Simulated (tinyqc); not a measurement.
# Worked calculation: FinFET, parasitic resistance, capacitance and delay

tinyqc, about 0.02 s, one thread, Intel Xeon 2.30GHz (shared host): `OMP_NUM_THREADS=1 python tinyqc.py 2170010 2170011 out.jsonl` Printed values are rounded.

Nf fins under one contact; each has gated perimeter p = 2 Hf + Wf and cross-section A = Hf Wf; contact width Wc = Nf pf, stack height Hs = Hf. Contact length Lc = CPP - Lg - 2 Lsp, shared by two neighbouring gates. Source and drain sides are equal. The formulas are first-order estimates, not field solutions.

Values chosen for this exercise; values close to those of silicon logic devices:
```
symbol,value,unit,meaning
T,300,K,temperature
Nf,4,,number of fins
Hf,42,nm,fin height
Wf,8,nm,fin width
pf,30,nm,fin pitch
CPP,60,nm,contacted gate pitch
Lg,12,nm,gate length
Lsp,7,nm,spacer length
ks,3.3,,relative permittivity of the spacer
Hc,25,nm,gate height above the channel stack
rc,1.5e-9,ohm cm^2,contact resistivity
re,0.0002,ohm cm,resistivity of the source-drain epitaxy
te,25,nm,current-carrying depth of the epitaxy
rx,0.00069,ohm cm,resistivity of the extension
Lov,2,nm,gate overlap
Cinv,2.6,uF/cm^2,inversion capacitance
vx,9.7e6,cm/s,injection velocity
mu,240,cm^2/(V s),apparent mobility
VT,0.29,V,threshold at zero drain voltage
dl,0.077,V/V,barrier lowering
n,1.23,,subthreshold factor
Cw,0.39,fF,wire load
Vdd,0.8,V,supply voltage
```

Constants: q = 1.602176634e-19 C, kB = 1.380649e-23 J/K, eps0 = 8.8541878128e-12 F/m, Vt = kB T/q. Results are converted to the units shown.

## Geometry and resistances

Epitaxy sheet resistance Rsh = re/te, transfer length LT = sqrt(rc/Rsh), contact Rc = [sqrt(rc Rsh)/Wc] coth(Lc/(2 LT)); extension of one fin Rx = rx Lsp/A. Effective width N p; for equal currents one side has Rc + Rx/N.

Lc = 34 nm
effective width = 368 nm
Rsh = 80 ohm
LT = 43.3013 nm
Rc = 77.2689 ohm
Rx = 143.750 ohm
one side times effective width = 41.6600 ohm um

Lc/2 is 0.39 transfer lengths, and Rc is 5.1 % above the area limit rc/(Wc Lc/2). The contact makes up 68.3 % of one side.

## Capacitances

With N fins: gate Cg = Cinv p N Lg; per side, plate Cp = ks eps0 [Wc (Hs + Hc) - N A]/Lsp, top fringe Cf = (2/pi) ks eps0 Wc ln(1 + Lg/(2 Lsp)), overlap Co = Cinv p N Lov. Cs = Cp + Cf + Co. An inverter of two such devices driving an equal one has the load CL = 2 (Cg + 2 Cs) + 4 Cs + Cw (its own drains counted twice for the Miller effect).

Cg = 114.816 aF
Cp = 27.9499 aF
Cf = 1.38179 aF
Co = 19.1360 aF
CL = 1007.37 aF

The channel capacitance gives 22.8 % of CL, the parasitic parts 38.5 % and the wire 38.7 %.

## Iteration 1: fin currents at Vgs = Vdd, Vds = Vdd/2

I at the start (uA): fin 1 0, fin 2 0, fin 3 0, fin 4 0

One fin: I = p Q vx u/(1 + |u|^1.8)^(1/1.8), Q = Cinv n Vt ln(1 + exp((Vg' - VT + dl Vd')/(n Vt))), u = Vd' mu/(vx Lg), Vg' = Vgs - v, Vd' = Vds - 2 v, with the drop on each side v = Rc (sum of I) + Rx I. I(new) = I(out).

drop v (mV): fin 1 0, fin 2 0, fin 3 0, fin 4 0
I(out) (uA): fin 1 123.942, fin 2 123.942, fin 3 123.942, fin 4 123.942
I after iteration 1 (uA): fin 1 123.942, fin 2 123.942, fin 3 123.942, fin 4 123.942

## Iteration 2: fin currents at Vgs = Vdd, Vds = Vdd/2

As before.

drop v (mV): fin 1 56.1243, fin 2 56.1243, fin 3 56.1243, fin 4 56.1243
I(out) (uA): fin 1 108.038, fin 2 108.038, fin 3 108.038, fin 4 108.038
I after iteration 2 (uA): fin 1 108.038, fin 2 108.038, fin 3 108.038, fin 4 108.038

## Course of the iteration: fin currents at Vgs = Vdd, Vds = Vdd/2

Stop when the largest change of I is below 1e-6 uA, or after 80 iterations.

Course of the iteration:
```
iteration  total I (uA)  largest |change| of one entry (uA)
1               495.770                                 124
2               432.152                                15.9
3               440.500                                2.09
4               439.409                               0.273
5               439.552                              0.0357
6               439.533                             4.67e-3
7               439.536                             6.10e-4
8               439.535                             7.98e-5
9               439.535                             1.04e-5
10              439.535                             1.36e-6
11              439.535                             1.78e-7
```

Converged in 11 iterations. At the end each change is about 0.13 times the one before: linear convergence.

## Effective current, delay and energy

IH = I(Vdd, Vdd/2) = 439.535 uA
IL = I(Vdd/2, Vdd), solved likewise = 141.766 uA

Ieff = (IH + IL)/2, delay CL Vdd/(2 Ieff), energy CL Vdd^2, with CL the load of an inverter that drives an equal one.

Ieff = 290.651 uA
delay = 1.38637 ps
energy = 644.719 aJ

Without any series resistance Ieff would be 327 uA, so the resistances cost 11.2 %.
